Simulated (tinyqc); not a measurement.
Inside a calculation. Method: plane-wave Kohn-Sham cycle with exchange-only LDA in a layered model solid. One step of it, computed by the program tinyqc.

Task: Iteration 2: Hamiltonian at one k. H(m,m') = (k + G_m)^2/2 delta + V(G_m - G_m'), with V(-G) = V(G).

A solid whose potential varies along x alone (atomic units):
```
parameter                      value
period a                   17.900000
cross-section of the cell  37.000000
electrons per cell                 4
grid points                       16
plane waves -n..n, n               2
k points                           3
V1 in V1 cos(2 pi x/a)     -0.710000
V2 in V2 cos(4 pi x/a)      0.040000
```

V(G_m), m = 0, 1, 2, ... (hartree): -0.177640  -0.244313  0.023178  -0.000251  0.000145

k = 0.000000 2 pi / a

Give: H.

Result:

H (hartree):
```
         -2       -1       +0       +1       +2
-2   0.0688  -0.2443   0.0232  -0.0003   0.0001
-1  -0.2443  -0.1160  -0.2443   0.0232  -0.0003
+0   0.0232  -0.2443  -0.1776  -0.2443   0.0232
+1  -0.0003   0.0232  -0.2443  -0.1160  -0.2443
+2   0.0001  -0.0003   0.0232  -0.2443   0.0688
```
